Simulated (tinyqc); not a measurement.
CIS on RHF in the sto-3g basis, for H2, spin multiplicity 1, step by step. Computed by tinyqc, a small Python program that keeps every step (integrals from PySCF). Settings: charge = 0, multiplicity = 1, basis = sto-3g, method = RHF, energy threshold = 1e-10, iteration cap = 61, orthogonalisation = symmetric, start = core, DIIS depth = 6. Command: `OMP_NUM_THREADS=1 python tinyqc.py 28035 28036 out.jsonl` (the two numbers bound the seeds that draw the settings). One thread of a shared host (Intel(R) Xeon(R) Processor @ 2.60GHz), about 0.03 s of CPU time with the checks. The early iterations of the SCF are left out here.

## One-electron integrals

Geometry (angstrom):
```
atom,x,y,z
H,0.000000,0.000000,0.000000
H,0.000000,0.000000,0.639000
```

Basis sto-3g: exponents (1/bohr^2) and contraction coefficients of normalised primitives:
```
element,l (shell),exponent,coefficient
H,s (1),3.425251,0.154329
H,s (1),0.623914,0.535328
H,s (1),0.168855,0.444635
```

Overlap, kinetic and nuclear-attraction integrals over the contracted functions; the nuclear repulsion is the sum of Za Zb / Rab.

nuclear repulsion = 0.82813335 hartree

overlap S:
```
,1H 1s,2H 1s
1H 1s,1.000000,0.726047
2H 1s,0.726047,1.000000
```

kinetic energy T (hartree):
```
,1H 1s,2H 1s
1H 1s,0.760032,0.301781
2H 1s,0.301781,0.760032
```

nuclear attraction V (hartree):
```
,1H 1s,2H 1s
1H 1s,-1.951207,-1.383148
2H 1s,-1.383148,-1.951207
```

core Hamiltonian H = T + V (hartree):
```
,1H 1s,2H 1s
1H 1s,-1.191175,-1.081367
2H 1s,-1.081367,-1.191175
```

## Two-electron integrals

Functions are numbered as in S; the eight-fold symmetry (ij|kl) = (ji|kl) = (kl|ij) leaves the list below.

Two-electron integrals (ij|kl) in chemists' order, unique and non-zero (hartree):
```
i,j,k,l,(ij|kl)
1,1,1,1,0.774606
2,1,1,1,0.503440
2,1,2,1,0.369172
2,2,1,1,0.608406
2,2,2,1,0.503440
2,2,2,2,0.774606
```

## Orthogonalisation

S = U s U^T; symmetric (Loewdin) form X = U s^(-1/2) U^T, so that X^T S X = 1.

eigenvalues of S: 0.273953  1.726047

X:
```
,1H 1s,2H 1s
1H 1s,1.335861,-0.574705
2H 1s,-0.574705,1.335861
```

## Iteration 2 (converged): orbitals

converged F (hartree):
```
,1H 1s,2H 1s
1H 1s,-0.429572,-0.645114
2H 1s,-0.645114,-0.429572
```

Diagonalise F' = X^T F X, C = X C', fill 1 alpha and 1 beta electrons from the bottom; D = 2 C_occ C_occ^T. Each column has its largest component positive (the first on a tie).

F' = X^T F X (hartree):
```
,1,2
1,0.082078,-0.704706
2,-0.704706,0.082078
```

orbital energies (hartree): MO1 -0.622628, MO2 0.786785

coefficients C:
```
,MO1,MO2
1H 1s,0.538219,1.350974
2H 1s,0.538219,-1.350974
```

D after iteration 2:
```
,1H 1s,2H 1s
1H 1s,0.579358,0.579358
2H 1s,0.579358,0.579358
```

## Convergence

Stop when the energy changes by less than 1e-10 hartree and every element of the error matrix X^T (F D S - S D F) X is below 3e-06.

Course of the cycle:
```
iteration,E (hartree),change,largest element of the error matrix
1,-1.11111124,-,3.23e-16
2,-1.11111124,-4.44e-16,0.000000
```

PySCF RHF in the same basis = -1.11111124 hartree

Converged in 2 iterations.

## Integrals over molecular orbitals

(pq|rs) = sum C_ip C_jq C_kr C_ls (ij|kl), one index at a time.

one-electron integrals over orbitals h = C^T H C (hartree):
```
,1,2
1,-1.316617,0.000000
2,0.000000,-0.400826
```

Two-electron integrals over orbitals (pq|rs), unique and non-zero (hartree):
```
p,q,r,s,(pq|rs)
1,1,1,1,0.693989
2,1,2,1,0.175741
2,2,1,1,0.681676
2,2,2,2,0.716812
```

## CIS matrix, singlets

A(ia,jb) = (e_a - e_i) d_ij d_ab + 2 (ia|jb) - (ij|ab).

CIS matrix A, singlet (hartree):
```
,1>2
1>2,1.079218
```

## CIS singlet states

dipole integrals <i|r|a> (bohr):
```
,x,y,z
1>2,0.000000,0.000000,-0.878022
```

Diagonalise A (1 hartree = 27.211386 eV); each vector has its largest component positive (the first on a tie). The transition dipole is mu = sqrt2 sum c_ia <i|r|a>.

singlet excitation energies (eV): 29.367026

lowest vectors:
```
,state 1
1>2,1.000000
```

oscillator strengths 2/3 w |mu|^2: 1.109325

## CIS matrix, triplets

A(ia,jb) = (e_a - e_i) d_ij d_ab - (ij|ab).

CIS matrix A, triplet (hartree):
```
,1>2
1>2,0.727737
```

## CIS triplet states

Diagonalise A (1 hartree = 27.211386 eV); each vector has its largest component positive (the first on a tie).

triplet excitation energies (eV): 19.802724

lowest vectors:
```
,state 1
1>2,1.000000
```
